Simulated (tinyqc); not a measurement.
What moves the results: linear model of a band gap against the share of exact exchange. A value that a table varies takes the place of the one given here.

E(alpha) = E0 + S alpha. A wider gap screens less, modelled in the Penn form eps(alpha) = 1 + (e0 - 1)(EP/(EP + S alpha))^2 with a scale EP chosen for the exercise. A dielectric-dependent hybrid takes alpha = 1/eps.

Values chosen for the exercise (of the order of those of HfO2; shifted at random, so the results belong to these values and not to a real crystal): E0 = 4.11 eV (gap of the semi-local functional); S = 9.06 eV (slope dE/d(alpha)); e0 = 5 (optical dielectric constant at alpha = 0); EP = 18.9 eV (energy scale of the screening); Et = 5.71 eV (target gap).

## Sweep of alpha

Also the exciton scale relative to alpha = 0, (m/m(0))(eps(0)/eps)^2, with a mass proportional to E + D, D = E0/2 + 0.3 eV, a k.p rule for direct gaps only.

Results:
```
alpha  E (eV)    eps  alpha eps  exciton scale
0.00    4.110  5.000      0.000           1.00
0.05    4.563  4.815      0.241           1.15
0.10    5.016  4.642      0.464           1.32
0.15    5.469  4.481      0.672           1.51
0.20    5.922  4.331      0.866           1.71
0.25    6.375  4.190      1.047           1.92
0.35    7.281  3.933      1.377           2.41
0.50    8.640  3.603      1.801           3.28
```

alpha eps reaches 1 between alpha = 0.2 and 0.25 (fixed point 0.237), and the target gap is met between 0.15 and 0.2. At the fixed point the gap is 6.25 eV, +0.54 eV from the target. From 0 to 0.25 the gap grows by 2.26 eV while eps falls by 16 %; the exciton scale, which takes both, grows by a factor of 1.92 (formal for an indirect gap).

## What each parameter does

Fixed point alpha = 1/eps(alpha), gap and eps there. Each row changes one parameter from the base and keeps the others.

Results:
```
case            alpha  E (eV)    eps
base           0.2366   6.254  4.227
E0 = 3.699 eV  0.2366   5.843  4.227
S = 8.154 eV   0.2323   6.004  4.304
e0 = 4.5       0.2665   6.525  3.752
EP = 17.01 eV  0.2415   6.298  4.140
```

The largest shifts from the base row, up to three for each result and ties (the steps differ in size, so this ranks the rows, not the parameters). alpha: e0 +0.0299, EP +0.0049, S -0.0043; unchanged at the printed digits by E0. E (eV): E0 -0.411, e0 +0.271, S -0.249. eps: e0 -0.475, EP -0.087, S +0.078; unchanged at the printed digits by E0.

tinyqc: `OMP_NUM_THREADS=1 python tinyqc.py 1880366 1880367 out.jsonl`; about 0.01 s, one thread, shared Intel(R) Xeon(R) Processor @ 2.30GHz.
